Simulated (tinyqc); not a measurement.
Deformation-potential model of the L valleys of a conduction band: one step. Conductivity mass tensor. Three cases, with inputs chosen for the exercise.

Problem. With one scattering time for all valleys the conductivity goes as M = sum_i n_i (inverse mass tensor of valley i); along the unit vector u, 1/m_c = u.M.u. Without stress 1/m_c = (1/ml + 2/mt)/3. Take u along [111].

Valleys with axes along [111], [1-1-1], [-11-1] and [-1-11], one whole valley each. Herring-Vogt shift of a valley with unit axis a: dE = Xd tr(e) + Xu a.e.a. Non-degenerate shares n_i = exp(-dE_i/kT)/sum_j exp(-dE_j/kT). Inverse mass tensor of a valley: (1 - a a)/mt + a a/ml; the masses are taken as independent of strain.

Give: M; m_c along [111]; m_c without stress.

Case 1.

Values chosen (out of a larger set: near those of Ge; not measured data): ml = 1.642 m0 (longitudinal mass); mt = 0.079 m0 (transverse mass).

shares: [111] 0.999921, [1-1-1] 0.000026, [-11-1] 0.000026, [-1-11] 0.000026

Solution.

M (1/m0):
```
        x       y       z
x   8.642  -4.016  -4.016
y  -4.016   8.642  -4.016
z  -4.016  -4.016   8.642
```

m_c along [111] = 1.6397 m0
m_c without stress = 0.1157 m0

The repopulation alone changes the mobility along [111] by -92.9 %; with all electrons in the valleys lightest or heaviest along this direction it would change by +31 or -93 %.

Case 2.

Values chosen (out of a larger set: near those of Ge; not measured data): ml = 1.648 m0 (longitudinal mass); mt = 0.083 m0 (transverse mass).

shares: [111] 0.499997, [1-1-1] 0.000003, [-11-1] 0.000003, [-1-11] 0.499997

Solution.

M (1/m0):
```
        x       y      z
x   8.234  -3.814  0.000
y  -3.814   8.234  0.000
z   0.000   0.000  8.234
```

m_c along [111] = 0.1757 m0
m_c without stress = 0.1214 m0

The repopulation alone changes the mobility along [111] by -30.9 %; with all electrons in the valleys lightest or heaviest along this direction it would change by +31 or -93 %.

Case 3.

Values chosen (out of a larger set: near those of Ge; not measured data): ml = 1.581 m0 (longitudinal mass); mt = 0.079 m0 (transverse mass).

shares: [111] 0.250000, [1-1-1] 0.250000, [-11-1] 0.250000, [-1-11] 0.250000

Solution.

M (1/m0):
```
       x      y      z
x  8.650  0.000  0.000
y  0.000  8.650  0.000
z  0.000  0.000  8.650
```

m_c along [111] = 0.1156 m0
m_c without stress = 0.1156 m0

The mobility along [111] does not change; with all electrons in the valleys lightest or heaviest along this direction it would change by +31 or -93 %.

Computed by tinyqc, one run a case: `OMP_NUM_THREADS=1 python tinyqc.py N N+1 out.jsonl` with N = 1050827, 1050932, 1080211; one thread of a shared Intel(R) Xeon(R) Processor @ 2.30GHz, about 0.04 s a run at most.
